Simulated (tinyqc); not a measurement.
CCSD on RHF in the sto-6g basis, for H6, spin multiplicity 1, step by step (part 1 of 2). Computed by tinyqc, a small Python program that keeps every step (integrals from PySCF). Settings: charge = 0, multiplicity = 1, basis = sto-6g, method = RHF, energy threshold = 1e-10, iteration cap = 59, orthogonalisation = symmetric, start = atomic densities, DIIS depth = 6, amplitude equations = CCSD, DIIS depth for amplitudes = 0, cap on updates = 84. Command: `OMP_NUM_THREADS=1 python tinyqc.py 22938 22939 out.jsonl` (the two numbers bound the seeds that draw the settings). One thread of a shared host (Intel(R) Xeon(R) Processor @ 2.60GHz), about 0.4 s of CPU time with the checks. The early iterations of the SCF are left out here.

## One-electron integrals

Geometry (angstrom):

| atom | x | y | z |
|---|---|---|---|
| H | 0.00000 | 0.00000 | 0.00000 |
| H | 0.00000 | 0.00000 | 0.88300 |
| H | 0.00000 | 0.00000 | 1.92000 |
| H | 0.00000 | 0.00000 | 2.80300 |
| H | 0.00000 | 0.00000 | 3.84000 |
| H | 0.00000 | 0.00000 | 4.72300 |

Basis sto-6g: exponents (1/bohr^2) and contraction coefficients of normalised primitives:

| element | l (shell) | exponent | coefficient |
|---|---|---|---|
| H | s (1) | 35.52322 | 0.00916 |
| H | s (1) | 6.51314 | 0.04936 |
| H | s (1) | 1.82214 | 0.16854 |
| H | s (1) | 0.62596 | 0.37056 |
| H | s (1) | 0.24308 | 0.41649 |
| H | s (1) | 0.10011 | 0.13033 |

Overlap, kinetic and nuclear-attraction integrals over the contracted functions; the nuclear repulsion is the sum of Za Zb / Rab.

nuclear repulsion = 4.8651215 hartree

overlap S:
```
         1H 1s    2H 1s    3H 1s    4H 1s    5H 1s    6H 1s
1H 1s  1.00000  0.56786  0.13616  0.03084  0.00447  0.00072
2H 1s  0.56786  1.00000  0.47526  0.13616  0.02344  0.00447
3H 1s  0.13616  0.47526  1.00000  0.56786  0.13616  0.03084
4H 1s  0.03084  0.13616  0.56786  1.00000  0.47526  0.13616
5H 1s  0.00447  0.02344  0.13616  0.47526  1.00000  0.56786
6H 1s  0.00072  0.00447  0.03084  0.13616  0.56786  1.00000
```

kinetic energy T (hartree):
```
          1H 1s     2H 1s     3H 1s     4H 1s     5H 1s     6H 1s
1H 1s   0.76852   0.15948  -0.01067  -0.00730  -0.00164  -0.00036
2H 1s   0.15948   0.76852   0.09896  -0.01067  -0.00602  -0.00164
3H 1s  -0.01067   0.09896   0.76852   0.15948  -0.01067  -0.00730
4H 1s  -0.00730  -0.01067   0.15948   0.76852   0.09896  -0.01067
5H 1s  -0.00164  -0.00602  -0.01067   0.09896   0.76852   0.15948
6H 1s  -0.00036  -0.00164  -0.00730  -0.01067   0.15948   0.76852
```

nuclear attraction V (hartree):
```
          1H 1s     2H 1s     3H 1s     4H 1s     5H 1s     6H 1s
1H 1s  -2.52358  -1.45391  -0.33681  -0.07437  -0.01036  -0.00161
2H 1s  -1.45391  -2.89844  -1.29374  -0.35521  -0.05746  -0.01036
3H 1s  -0.33681  -1.29374  -3.04589  -1.62841  -0.35521  -0.07437
4H 1s  -0.07437  -0.35521  -1.62841  -3.04589  -1.29374  -0.33681
5H 1s  -0.01036  -0.05746  -0.35521  -1.29374  -2.89844  -1.45391
6H 1s  -0.00161  -0.01036  -0.07437  -0.33681  -1.45391  -2.52358
```

core Hamiltonian H = T + V (hartree):
```
          1H 1s     2H 1s     3H 1s     4H 1s     5H 1s     6H 1s
1H 1s  -1.75506  -1.29443  -0.34748  -0.08167  -0.01200  -0.00197
2H 1s  -1.29443  -2.12992  -1.19477  -0.36588  -0.06348  -0.01200
3H 1s  -0.34748  -1.19477  -2.27737  -1.46894  -0.36588  -0.08167
4H 1s  -0.08167  -0.36588  -1.46894  -2.27737  -1.19477  -0.34748
5H 1s  -0.01200  -0.06348  -0.36588  -1.19477  -2.12992  -1.29443
6H 1s  -0.00197  -0.01200  -0.08167  -0.34748  -1.29443  -1.75506
```

## Two-electron integrals

Functions are numbered as in S; the eight-fold symmetry (ij|kl) = (ji|kl) = (kl|ij) leaves the list below.

Two-electron integrals (ij|kl) in chemists' order, unique and non-zero (hartree):
```
(11|11) 0.77500    (21|11) 0.36659    (21|21) 0.21253    (22|11) 0.51773
(22|21) 0.36659    (22|22) 0.77500    (31|11) 0.06471    (31|21) 0.04141
(31|22) 0.08107    (31|31) 0.00958    (32|11) 0.17619    (32|21) 0.12920
(32|22) 0.29275    (32|31) 0.03484    (32|32) 0.14324    (33|11) 0.27433
(33|21) 0.20045    (33|22) 0.46615    (33|31) 0.06471    (33|32) 0.29275
(33|33) 0.77500    (41|11) 0.01175    (41|21) 0.00767    (41|22) 0.01540
(41|31) 0.00192    (41|32) 0.00732    (41|33) 0.01540    (41|41) 0.00041
(42|11) 0.04040    (42|21) 0.02898    (42|22) 0.06471    (42|31) 0.00829
(42|32) 0.03484    (42|33) 0.08107    (42|41) 0.00192    (42|42) 0.00958
(43|11) 0.12796    (43|21) 0.08988    (43|22) 0.20045    (43|31) 0.02898
(43|32) 0.12920    (43|33) 0.36659    (43|41) 0.00767    (43|42) 0.04141
(43|43) 0.21253    (44|11) 0.18876    (44|21) 0.12796    (44|22) 0.27433
(44|31) 0.04040    (44|32) 0.17619    (44|33) 0.51773    (44|41) 0.01175
(44|42) 0.06471    (44|43) 0.36659    (44|44) 0.77500    (51|11) 0.00136
(51|21) 0.00090    (51|22) 0.00183    (51|31) 0.00024    (51|32) 0.00092
(51|33) 0.00205    (51|41) 0.00005    (51|42) 0.00026    (51|43) 0.00111
(51|44) 0.00189    (51|51) 7.51e-06   (52|11) 0.00565    (52|21) 0.00395
(52|22) 0.00863    (52|31) 0.00114    (52|32) 0.00479    (52|33) 0.01161
(52|41) 0.00028    (52|42) 0.00142    (52|43) 0.00658    (52|44) 0.01161
(52|51) 4.08e-05   (52|52) 0.00023    (53|11) 0.02559    (53|21) 0.01738
(53|22) 0.03733    (53|31) 0.00539    (53|32) 0.02328    (53|33) 0.06471
(53|41) 0.00147    (53|42) 0.00788    (53|43) 0.04141    (53|44) 0.08107
(53|51) 0.00024    (53|52) 0.00142    (53|53) 0.00958    (54|11) 0.07609
(54|21) 0.05014    (54|22) 0.10395    (54|31) 0.01508    (54|32) 0.06331
(54|33) 0.17619    (54|41) 0.00433    (54|42) 0.02328    (54|43) 0.12920
(54|44) 0.29275    (54|51) 0.00077    (54|52) 0.00479    (54|53) 0.03484
(54|54) 0.14324    (55|11) 0.13781    (55|21) 0.08872    (55|22) 0.17894
(55|31) 0.02559    (55|32) 0.10395    (55|33) 0.27433    (55|41) 0.00713
(55|42) 0.03733    (55|43) 0.20045    (55|44) 0.46615    (55|51) 0.00136
(55|52) 0.00863    (55|53) 0.06471    (55|54) 0.29275    (55|55) 0.77500
(61|11) 0.00018    (61|21) 0.00012    (61|22) 0.00025    (61|31) 3.32e-05
(61|32) 0.00013    (61|33) 0.00031    (61|41) 7.90e-06   (61|42) 3.87e-05
(61|43) 0.00017    (61|44) 0.00031    (61|51) 1.15e-06   (61|52) 6.44e-06
(61|53) 3.87e-05   (61|54) 0.00013    (61|55) 0.00025    (61|61) 1.82e-07
(62|11) 0.00092    (62|21) 0.00063    (62|22) 0.00136    (62|31) 0.00018
(62|32) 0.00077    (62|33) 0.00189    (62|41) 4.61e-05   (62|42) 0.00024
(62|43) 0.00111    (62|44) 0.00205    (62|51) 7.03e-06   (62|52) 4.08e-05
(62|53) 0.00026    (62|54) 0.00092    (62|55) 0.00183    (62|61) 1.15e-06
(62|62) 7.51e-06   (63|11) 0.00510    (63|21) 0.00340    (63|22) 0.00713
(63|31) 0.00103    (63|32) 0.00433    (63|33) 0.01175    (63|41) 0.00028
(63|42) 0.00147    (63|43) 0.00767    (63|44) 0.01540    (63|51) 4.61e-05
(63|52) 0.00028    (63|53) 0.00192    (63|54) 0.00732    (63|55) 0.01540
(63|61) 7.90e-06   (63|62) 0.00005    (63|63) 0.00041    (64|11) 0.01940
(64|21) 0.01258    (64|22) 0.02559    (64|31) 0.00367    (64|32) 0.01508
(64|33) 0.04040    (64|41) 0.00103    (64|42) 0.00539    (64|43) 0.02898
(64|44) 0.06471    (64|51) 0.00018    (64|52) 0.00114    (64|53) 0.00829
(64|54) 0.03484    (64|55) 0.08107    (64|61) 3.32e-05   (64|62) 0.00024
(64|63) 0.00192    (64|64) 0.00958    (65|11) 0.07034    (65|21) 0.04468
(65|22) 0.08872    (65|31) 0.01258    (65|32) 0.05014    (65|33) 0.12796
(65|41) 0.00340    (65|42) 0.01738    (65|43) 0.08988    (65|44) 0.20045
(65|51) 0.00063    (65|52) 0.00395    (65|53) 0.02898    (65|54) 0.12920
(65|55) 0.36659    (65|61) 0.00012    (65|62) 0.00090    (65|63) 0.00767
(65|64) 0.04141    (65|65) 0.21253    (66|11) 0.11204    (66|21) 0.07034
(66|22) 0.13781    (66|31) 0.01940    (66|32) 0.07609    (66|33) 0.18876
(66|41) 0.00510    (66|42) 0.02559    (66|43) 0.12796    (66|44) 0.27433
(66|51) 0.00092    (66|52) 0.00565    (66|53) 0.04040    (66|54) 0.17619
(66|55) 0.51773    (66|61) 0.00018    (66|62) 0.00136    (66|63) 0.01175
(66|64) 0.06471    (66|65) 0.36659    (66|66) 0.77500
```

## Orthogonalisation

S = U s U^T; symmetric (Loewdin) form X = U s^(-1/2) U^T, so that X^T S X = 1.

eigenvalues of S: 0.21996  0.34225  0.55370  1.09198  1.63432  2.15780

X:
```
          1H 1s     2H 1s     3H 1s     4H 1s     5H 1s     6H 1s
1H 1s   1.17063  -0.39804   0.07193  -0.01837   0.00398  -0.00099
2H 1s  -0.39804   1.30961  -0.36375   0.07942  -0.01542   0.00398
3H 1s   0.07193  -0.36375   1.32245  -0.43921   0.07942  -0.01837
4H 1s  -0.01837   0.07942  -0.43921   1.32245  -0.36375   0.07193
5H 1s   0.00398  -0.01542   0.07942  -0.36375   1.30961  -0.39804
6H 1s  -0.00099   0.00398  -0.01837   0.07193  -0.39804   1.17063
```

## Starting guess

The start is atomic minimal-basis densities projected into this basis (PySCF's MINAO start) and scaled to the electron count of each spin; this density is not idempotent, so its energy is not variational and may lie below the converged one.

D at the start:
```
         1H 1s    2H 1s    3H 1s    4H 1s    5H 1s    6H 1s
1H 1s  0.95134  0.09596  0.02793  0.00588  0.00283  0.00057
2H 1s  0.09596  0.88294  0.10050  0.02067  0.00941  0.00283
3H 1s  0.02793  0.10050  0.89083  0.09953  0.02067  0.00588
4H 1s  0.00588  0.02067  0.09953  0.89083  0.10050  0.02793
5H 1s  0.00283  0.00941  0.02067  0.10050  0.88294  0.09596
6H 1s  0.00057  0.00283  0.00588  0.02793  0.09596  0.95134
```

## Iteration 8 (converged): orbitals

converged F (hartree):
```
          1H 1s     2H 1s     3H 1s     4H 1s     5H 1s     6H 1s
1H 1s  -0.29909  -0.53471  -0.17358  -0.02260  -0.00199  -0.00725
2H 1s  -0.53471  -0.39063  -0.39698  -0.17342  -0.03058  -0.00199
3H 1s  -0.17358  -0.39698  -0.39865  -0.54576  -0.17342  -0.02260
4H 1s  -0.02260  -0.17342  -0.54576  -0.39865  -0.39698  -0.17358
5H 1s  -0.00199  -0.03058  -0.17342  -0.39698  -0.39063  -0.53471
6H 1s  -0.00725  -0.00199  -0.02260  -0.17358  -0.53471  -0.29909
```

Diagonalise F' = X^T F X, C = X C', fill 3 alpha and 3 beta electrons from the bottom; D = 2 C_occ C_occ^T. Each column has its largest component positive (the first on a tie).

F' = X^T F X (hartree):
```
          1         2         3         4         5         6
1   0.01778  -0.56595   0.08074   0.00200   0.00651  -0.01075
2  -0.56595   0.10987  -0.41492   0.08935  -0.01602   0.00651
3   0.08074  -0.41492   0.11987  -0.60727   0.08935   0.00200
4   0.00200   0.08935  -0.60727   0.11987  -0.41492   0.08074
5   0.00651  -0.01602   0.08935  -0.41492   0.10987  -0.56595
6  -0.01075   0.00651   0.00200   0.08074  -0.56595   0.01778
```

orbital energies (hartree): MO1 -0.69426, MO2 -0.56724, MO3 -0.37938, MO4 0.30577, MO5 0.68712, MO6 1.14303

coefficients C:
```
           MO1       MO2       MO3       MO4       MO5       MO6
1H 1s  0.17053   0.35541  -0.43615   0.63398  -0.73743   0.49294
2H 1s  0.26572   0.40923  -0.28265  -0.38221   0.89723  -0.86216
3H 1s  0.36402   0.11523   0.43933  -0.59654  -0.32618   1.13352
4H 1s  0.36402  -0.11523   0.43933   0.59654  -0.32618  -1.13352
5H 1s  0.26572  -0.40923  -0.28265   0.38221   0.89723   0.86216
6H 1s  0.17053  -0.35541  -0.43615  -0.63398  -0.73743  -0.49294
```

D after iteration 8:
```
          1H 1s     2H 1s     3H 1s     4H 1s     5H 1s     6H 1s
1H 1s   0.69124   0.62806  -0.17717  -0.34098   0.04628   0.18597
2H 1s   0.62806   0.63592   0.03941  -0.14921  -0.03395   0.04628
3H 1s  -0.17717   0.03941   0.67760   0.62449  -0.14921  -0.34098
4H 1s  -0.34098  -0.14921   0.62449   0.67760   0.03941  -0.17717
5H 1s   0.04628  -0.03395  -0.14921   0.03941   0.63592   0.62806
6H 1s   0.18597   0.04628  -0.34098  -0.17717   0.62806   0.69124
```

## Convergence

Stop when the energy changes by less than 1e-10 hartree and every element of the error matrix X^T (F D S - S D F) X is below 3e-06.

Course of the cycle:

| iteration | E (hartree) | change | largest element of the error matrix |
|---|---|---|---|
| 1 | -2.5514777 | - | 5.70e-02 |
| 2 | -3.2285866 | -6.77e-01 | 4.53e-02 |
| 3 | -3.2317302 | -3.14e-03 | 3.41e-02 |
| 4 | -3.2351819 | -3.45e-03 | 7.12e-03 |
| 5 | -3.2353336 | -1.52e-04 | 1.75e-04 |
| 6 | -3.2353337 | -1.02e-07 | 2.82e-05 |
| 7 | -3.2353337 | -2.29e-09 | 3.81e-07 |
| 8 | -3.2353337 | -4.88e-13 | 3.39e-09 |

PySCF RHF in the same basis = -3.2353337 hartree

Converged in 8 iterations.

## Populations, bond orders and dipole

Mulliken: Z minus the diagonal of D S on the atom; Loewdin: the same with S^(1/2) D S^(1/2); Mayer order: 2 sum_s sum (D(s) S)_ij (D(s) S)_ji over the two atoms.

Charges (e):

| atom | Mulliken | Loewdin |
|---|---|---|
| 1H | -0.01360 | -0.02956 |
| 2H | 0.00960 | 0.02522 |
| 3H | 0.00400 | 0.00434 |
| 4H | 0.00400 | 0.00434 |
| 5H | 0.00960 | 0.02522 |
| 6H | -0.01360 | -0.02956 |

Mayer bond orders:

| pair | order |
|---|---|
| 2-1 | 0.88281 |
| 3-1 | -0.00150 |
| 3-2 | 0.11563 |
| 4-1 | 0.09190 |
| 4-2 | -0.00142 |
| 4-3 | 0.79537 |
| 5-1 | -0.00018 |
| 5-2 | 0.00308 |
| 5-3 | -0.00142 |
| 5-4 | 0.11563 |
| 6-1 | 0.02679 |
| 6-2 | -0.00018 |
| 6-3 | 0.09190 |
| 6-4 | -0.00150 |
| 6-5 | 0.88281 |

dipole moment about the origin, x y z (debye): 0.00000  0.00000  0.00000

## Integrals over molecular orbitals

(pq|rs) = sum C_ip C_jq C_kr C_ls (ij|kl), one index at a time.

one-electron integrals over orbitals h = C^T H C (hartree):
```
          1         2         3         4         5         6
1  -2.35194   0.00000  -0.14995   0.00000  -0.07288   0.00000
2   0.00000  -2.10246   0.00000   0.20210   0.00000   0.05257
3  -0.14995   0.00000  -2.00517   0.00000   0.17168   0.00000
4   0.00000   0.20210   0.00000  -1.69921   0.00000   0.16075
5  -0.07288   0.00000   0.17168   0.00000  -1.36797   0.00000
6   0.00000   0.05257   0.00000   0.16075   0.00000  -1.17524
```

Two-electron integrals over orbitals (pq|rs), unique and non-zero (hartree):
```
(11|11) 0.43469    (21|21) 0.13067    (22|11) 0.34776    (22|22) 0.39112
(31|11) 0.08256    (31|22) -0.03879   (31|31) 0.11383    (32|21) -0.11306
(32|32) 0.13625    (33|11) 0.38598    (33|22) 0.35774    (33|31) 0.03191
(33|33) 0.38842    (41|21) -0.04614   (41|32) -0.00946   (41|41) 0.08085
(42|11) -0.07255   (42|22) -0.00602   (42|31) -0.05755   (42|33) -0.01027
(42|42) 0.08115    (43|21) -0.07577   (43|32) 0.07658    (43|41) 0.01259
(43|43) 0.09246    (44|11) 0.38955    (44|22) 0.36041    (44|31) 0.03055
(44|33) 0.37976    (44|42) -0.02229   (44|44) 0.39533    (51|11) 0.00665
(51|22) 0.03362    (51|31) -0.02980   (51|33) -0.01364   (51|42) -0.03254
(51|44) -0.00235   (51|51) 0.05175    (52|21) 0.03532    (52|32) 0.00091
(52|41) -0.05462   (52|43) 0.03521    (52|52) 0.08603    (53|11) -0.07851
(53|22) -0.00978   (53|31) -0.06161   (53|33) -0.02398   (53|42) 0.07552
(53|44) -0.02009   (53|51) -0.02486   (53|53) 0.08176    (54|21) -0.11581
(54|32) 0.12940    (54|41) 0.00200    (54|43) 0.07782    (54|52) -0.00353
(54|54) 0.13956    (55|11) 0.36699    (55|22) 0.39751    (55|31) -0.02610
(55|33) 0.37281    (55|42) -0.01320   (55|44) 0.38192    (55|51) 0.03260
(55|53) -0.01589   (55|55) 0.42480    (61|21) 0.00175    (61|32) 0.02055
(61|41) -0.02971   (61|43) -0.04363   (61|52) -0.03089   (61|54) 0.01742
(61|61) 0.06714    (62|11) -0.01028   (62|22) -0.03649   (62|31) 0.02760
(62|33) 0.00368    (62|42) 0.02782    (62|44) 0.00530    (62|51) -0.04647
(62|53) 0.02960    (62|55) -0.03590   (62|62) 0.04904    (63|21) 0.04794
(63|32) 0.00114    (63|41) -0.07549   (63|43) -0.01497   (63|52) 0.05413
(63|54) 0.00077    (63|61) 0.02877    (63|63) 0.08109    (64|11) -0.08517
(64|22) 0.03080    (64|31) -0.10892   (64|33) -0.03443   (64|42) 0.05946
(64|44) -0.03530   (64|51) 0.02671    (64|53) 0.06260    (64|55) 0.02935
(64|62) -0.02713   (64|64) 0.11866    (65|21) -0.13349   (65|32) 0.11801
(65|41) 0.04692    (65|43) 0.08046    (65|52) -0.03684   (65|54) 0.12492
(65|61) -0.00244   (65|63) -0.05317   (65|65) 0.15168    (66|11) 0.46615
(66|22) 0.37381    (66|31) 0.08989    (66|33) 0.41781    (66|42) -0.08055
(66|44) 0.42682    (66|51) 0.00762    (66|53) -0.08942   (66|55) 0.40536
(66|62) -0.01240   (66|64) -0.09972   (66|66) 0.53060
```

## CCSD: starting amplitudes

t_ij^ab = <ij||ab> / (e_i + e_j - e_a - e_b), whose energy is MP2.

Starting amplitudes (spin orbitals 1a, 1b, ...; amplitudes related by a flip of all spins are not repeated; the 24 largest):

| from | to | t |
|---|---|---|
| 3a 3b | 4a 4b | -0.06747 |
| 2a 2b | 4a 4b | -0.04647 |
| 1a 1b | 4a 4b | -0.04042 |
| 2a 3b | 4a 5b | -0.03894 |
| 3a 3b | 5a 5b | -0.03833 |
| 2a 2b | 5a 5b | -0.03429 |
| 1a 3b | 4a 6b | 0.02993 |
| 3a 3b | 6a 6b | -0.02663 |
| 1a 2b | 4a 5b | 0.02423 |
| 2a 3a | 4a 5a | -0.02078 |
| 2a 3b | 5a 6b | -0.01949 |
| 1a 1b | 5a 5b | -0.01873 |
| 1a 1b | 6a 6b | -0.01827 |
| 2a 3b | 4b 5a | 0.01816 |
| 1a 3b | 4b 6a | -0.01730 |
| 1a 2b | 5a 6b | 0.01503 |
| 1a 2b | 4b 5a | -0.01444 |
| 2a 2b | 6a 6b | -0.01434 |
| 1a 3a | 4a 6a | 0.01263 |
| 2a 2b | 4a 6b | -0.01077 |
| 2a 3b | 5b 6a | 0.01066 |
| 1a 1b | 4a 6b | 0.01047 |
| 1a 3b | 5a 5b | 0.01015 |
| 1a 2b | 5b 6a | -0.00999 |

correlation energy = -0.0520624 hartree

## CCSD: amplitude update 1

t_i^a D_i^a and t_ij^ab D_ij^ab are set to the remaining terms of the spin-orbital equations, evaluated with the old amplitudes; for the doubles these are <ij||ab> + 1/2 <ab||ef> t_ij^ef + 1/2 <mn||ij> t_mn^ab + P(ij)P(ab) <mb||ej> t_im^ae + terms in t^2 + terms with t1, D the orbital-energy denominators.

Amplitudes after update 1 (spin orbitals 1a, 1b, ...; amplitudes related by a flip of all spins are not repeated; the 24 largest):

| from | to | t |
|---|---|---|
| 3a 3b | 4a 4b | -0.09733 |
| 2a 2b | 4a 4b | -0.05690 |
| 2a 3b | 4a 5b | -0.05513 |
| 1a 1b | 4a 4b | -0.04754 |
| 2a 2b | 5a 5b | -0.04613 |
| 3a 3b | 5a 5b | -0.04498 |
| 1a 3b | 4a 6b | 0.04287 |
| 1a 2b | 4a 5b | 0.03106 |
| 2a 3b | 4b 5a | 0.03092 |
| 3a 3b | 6a 6b | -0.02886 |
| 1a 3b | 4b 6a | -0.02702 |
| 2a 3a | 4a 5a | -0.02421 |
| 2a 3b | 5a 6b | -0.02376 |
| 1a 1b | 6a 6b | -0.02365 |
| 1a 1b | 5a 5b | -0.02245 |
| 1a 2b | 5a 6b | 0.02074 |
| 1a 2b | 4b 5a | -0.01974 |
| 2a 2b | 4a 6b | -0.01768 |
| 1a 3b | 5a 5b | 0.01696 |
| 2a 2b | 6a 6b | -0.01626 |
| 1a 3a | 4a 6a | 0.01585 |
| 1a 2b | 5b 6a | -0.01432 |
| 1a 1b | 4a 6b | 0.01403 |
| 2a 3b | 5b 6a | 0.01389 |

correlation energy = -0.0691633 hartree

## CCSD: amplitude update 2

As before.

Amplitudes after update 2 (spin orbitals 1a, 1b, ...; amplitudes related by a flip of all spins are not repeated; the 24 largest):

| from | to | t |
|---|---|---|
| 3a 3b | 4a 4b | -0.11366 |
| 2a 3b | 4a 5b | -0.06153 |
| 2a 2b | 4a 4b | -0.06045 |
| 2a 2b | 5a 5b | -0.05125 |
| 1a 1b | 4a 4b | -0.04885 |
| 1a 3b | 4a 6b | 0.04750 |
| 3a 3b | 5a 5b | -0.04688 |
| 2a 3b | 4b 5a | 0.03645 |
| 1a 2b | 4a 5b | 0.03265 |
| 1a 3b | 4b 6a | -0.03038 |
| 3a 3b | 6a 6b | -0.02884 |
| 1a 1b | 6a 6b | -0.02629 |
| 2a 3a | 4a 5a | -0.02508 |
| 2a 3b | 5a 6b | -0.02451 |
| 1a 1b | 5a 5b | -0.02413 |
| 1a 2b | 5a 6b | 0.02309 |
| 1a 2b | 4b 5a | -0.02095 |
| 2a 2b | 4a 6b | -0.02002 |
| 1a 3b | 5a 5b | 0.01931 |
| 1a 3a | 4a 6a | 0.01712 |
| 2a 2b | 6a 6b | -0.01712 |
| 1a 2b | 5b 6a | -0.01616 |
| 1a 1b | 4a 6b | 0.01497 |
| 2a 3b | 5b 6a | 0.01443 |

correlation energy = -0.0755770 hartree

## CCSD: amplitude update 3

As before.

Amplitudes after update 3 (spin orbitals 1a, 1b, ...; amplitudes related by a flip of all spins are not repeated; the 24 largest):

| from | to | t |
|---|---|---|
| 3a 3b | 4a 4b | -0.12171 |
| 2a 3b | 4a 5b | -0.06443 |
| 2a 2b | 4a 4b | -0.06122 |
| 2a 2b | 5a 5b | -0.05330 |
| 1a 3b | 4a 6b | 0.04942 |
| 1a 1b | 4a 4b | -0.04847 |
| 3a 3b | 5a 5b | -0.04710 |
| 2a 3b | 4b 5a | 0.03895 |
| 1a 2b | 4a 5b | 0.03303 |
| 1a 3b | 4b 6a | -0.03161 |
| 3a 3b | 6a 6b | -0.02837 |
| 1a 1b | 6a 6b | -0.02745 |
| 2a 3a | 4a 5a | -0.02548 |
| 1a 1b | 5a 5b | -0.02466 |
| 2a 3b | 5a 6b | -0.02463 |
| 1a 2b | 5a 6b | 0.02420 |
| 1a 2b | 4b 5a | -0.02119 |
| 2a 2b | 4a 6b | -0.02076 |
| 1a 3b | 5a 5b | 0.02006 |
| 1a 3a | 4a 6a | 0.01781 |
| 2a 2b | 6a 6b | -0.01732 |
| 1a 2b | 5b 6a | -0.01701 |
| 1a 1b | 4a 6b | 0.01523 |
| 2a 3b | 5b 6a | 0.01447 |

correlation energy = -0.0780771 hartree
